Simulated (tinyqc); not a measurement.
Gated graphene: carriers, quantum capacitance and optical conductivity: one step. Quantum capacitance. Three cases, with inputs chosen for the exercise.

Problem. 1/(eV angstrom^2) in C/e^2 equals 1602.176634 microfarad/cm^2; 1/C = 1/Cox + 1/Cq.

Cones E = +/- hv |k|, four flavours, D(E) = 2|E|/(pi hv^2). n = (2/pi)(kT/hv)^2 F_1(mu/kT), p = (2/pi)(kT/hv)^2 F_1(-mu/kT), in 1/angstrom^2 (1e16 for 1/cm^2); F_1(eta) = integral_0^infinity x dx/(1 + exp(x - eta)). Cq/e^2 = d(n - p)/d mu = (2 kT/(pi hv^2)) ln(2 + 2 cosh(mu/kT)).

Constants: kB = 8.617333262e-05 eV/K.

Give: Cq; C; Cq at mu = 0.

Case 1.

Values chosen (out of a larger set: Fermi velocity near that of graphene, gate dielectric near SiO2; not measured data): hv = 6.91 eV angstrom (hbar vF); T = 150 K.

mu = 0.288037 eV
Cox = 0.0377779 microfarad/cm^2

Solution.

Cq = 6.153 microfarad/cm^2
C = 0.03755 microfarad/cm^2
Cq at mu = 0 = 0.3828 microfarad/cm^2

C is 0.994 of Cox.

Case 2.

Values chosen (out of a larger set: Fermi velocity near that of graphene, gate dielectric near SiO2; not measured data): hv = 6.76 eV angstrom (hbar vF); T = 300 K.

mu = 0.327601 eV
Cox = 0.0369908 microfarad/cm^2

Solution.

Cq = 7.312 microfarad/cm^2
C = 0.03680 microfarad/cm^2
Cq at mu = 0 = 0.7999 microfarad/cm^2

C is 0.995 of Cox.

Case 3.

Values chosen (out of a larger set: Fermi velocity near that of graphene, gate dielectric near HfO2; not measured data): hv = 6.31 eV angstrom (hbar vF); T = 77 K.

mu = 0.247408 eV
Cox = 1.56365 microfarad/cm^2

Solution.

Cq = 6.338 microfarad/cm^2
C = 1.254 microfarad/cm^2
Cq at mu = 0 = 0.2356 microfarad/cm^2

C is 0.802 of Cox.

Computed by tinyqc, one run a case: `OMP_NUM_THREADS=1 python tinyqc.py N N+1 out.jsonl` with N = 1681806, 1682307, 1682726; one thread of a shared Intel(R) Xeon(R) Processor @ 2.30GHz, about 0.01 s a run at most.
